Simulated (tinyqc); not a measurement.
Strained alloy layer of GaSb and GaAs on (001) InP, model-solid band line-up: transition against well width.

The layer is x parts of the first compound and 1 - x of the second, grown coherently on the third as substrate and barrier. Rows of the table: lattice constant a, average valence level Ea on an absolute scale, spin-orbit splitting so, gaps at Gamma, X and L, hydrostatic deformation potentials av and ac (Gamma), shear potential b, elastic constants, electron and heavy-hole (along z) masses. All are interpolated linearly in x; gaps get -C x (1 - x), taken wholly in the conduction band; real line-ups can differ from this model by 0.1 eV or more.

In-plane strain e = (a_substrate - a)/a, e_z = -2 (c12/c11) e, volume change 2 e + e_z. With v = 2 e + e_z and d = 2 b (e_z - e): Eav = Ea + av v; E_hh = Eav + so/3 - d/2; E_lh = Eav - so/6 + d/4 + sqrt(so^2 + so d + 9 d^2/4)/2; E_c = Ea + so/3 + EG + ac v (Gamma). Substrate: E_v = Ea + so/3, E_c = E_v + EG. Well depths: dEc = E_c(substrate) - E_c, dEhh = E_hh - E_v(substrate), dElh likewise; strained Gamma gap E_c - max(E_hh, E_lh); positive values confine carriers in the layer. Lowest level of a finite well of width Lw and depth V: kw Lw/2 = arctan(sqrt((mw/mb)(V - E)/E)), kw = sqrt(mw E/C), C = hbar^2/(2 m0), for electrons (dEc) and heavy holes (dEhh), mb from the substrate; transition E_c - E_hh + both levels, without exciton binding; wavelength h c/E.

Inputs (values chosen for the exercise): fraction of the first compound in the layer x = 0.4; bowing of the Gamma gap CG = 1.43 eV; bowing of the X gap CX = 1.2 eV; bowing of the L gap CL = 1.2 eV.

Constants: q = 1.602176634e-19 C, hbar = 1.054571817e-34 J s, h = 6.62607015e-34 J s, m0 = 9.1093837015e-31 kg, c = 299792458 m/s, hbar^2/(2 m0) = 0.0380998212 eV nm^2. Results are converted to the units shown.

Binary compounds, values chosen for the exercise:

|  | close to GaSb | close to GaAs | close to InP |
|---|---|---|---|
| a (angstrom) | 6.096 | 5.653 | 5.869 |
| Ea (eV) | -6.25 | -6.92 | -7.04 |
| so (eV) | 0.75 | 0.339 | 0.111 |
| EG (eV) | 0.728 | 1.42 | 1.34 |
| EX (eV) | 1.04 | 1.92 | 2.22 |
| EL (eV) | 0.822 | 1.71 | 1.91 |
| av (eV) | 0.796 | 1.16 | 1.26 |
| ac (eV) | -6.8 | -7.07 | -5.07 |
| b (eV) | -2 | -1.72 | -1.71 |
| c11 (GPa) | 88.5 | 117 | 102 |
| c12 (GPa) | 40.7 | 54.1 | 56.9 |
| me (m0) | 0.0395 | 0.0671 | 0.0795 |
| mh (m0) | 0.248 | 0.349 | 0.537 |

Transition against well width:

| Lw (nm) | electron level (meV) | heavy-hole level (meV) | transition energy (eV) | wavelength (nm) |
|---|---|---|---|---|
| 1.5 | 65.819 | 156.66 | 0.98876 | 1253.9 |
| 2.1 | 61.713 | 105.91 | 0.93391 | 1327.6 |
| 3 | 54.983 | 66.015 | 0.88728 | 1397.4 |
| 4.3 | 45.790 | 38.851 | 0.85092 | 1457.1 |
| 6.1 | 35.588 | 22.232 | 0.82410 | 1504.5 |
| 8.7 | 25.519 | 12.173 | 0.80397 | 1542.1 |
| 12 | 17.733 | 6.8821 | 0.79090 | 1567.6 |
| 18 | 10.393 | 3.2689 | 0.77994 | 1589.7 |
| 25 | 6.3952 | 1.7607 | 0.77444 | 1601.0 |

The wavelength rises from 1254 to 1601 nm, towards 1618 nm for E_c - E_hh alone. The electron level goes as Lw^(-0.19) in the thinnest wells, where it reaches 92.6 % of the depth dEc = 71.1 meV, and as Lw^(-1.48) in the widest. One monolayer (a/2) more shifts the transition by about -10 meV at Lw = 3 nm. For Lw = 18, 25 the layer exceeds hc = 16.1 nm, the single-layer Matthews-Blakeslee thickness for this strain (a capped well tolerates about twice as much).

tinyqc, about 0.01 s, one thread, Intel Xeon 2.30GHz (shared host): `OMP_NUM_THREADS=1 python tinyqc.py 2690119 2690120 out.jsonl`
